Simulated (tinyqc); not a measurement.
## Partial widths from the peak

Inverse problem. A Breit-Wigner resonance has total width G = GL + GR and peak transmission Tp = 4 GL GR/G^2. GL is known to be the larger. Find GL, GR and the lifetime hbar/G.

Constants: q = 1.602176634e-19 C, hbar = 1.054571817e-34 J s. Results are converted to the units shown.

G = 1.0046889 meV
Tp = 0.86378658

Answer. GL and GR have the sum G and the product Tp G^2/4, so they are (G/2)(1 +/- sqrt(1 - Tp)).

GL = 0.688 meV
GR = 0.317 meV
lifetime = 655 fs

tinyqc, about 0.2 s, one thread, Intel Xeon 2.30GHz (shared host): `OMP_NUM_THREADS=1 python tinyqc.py 2600137 2600138 out.jsonl`
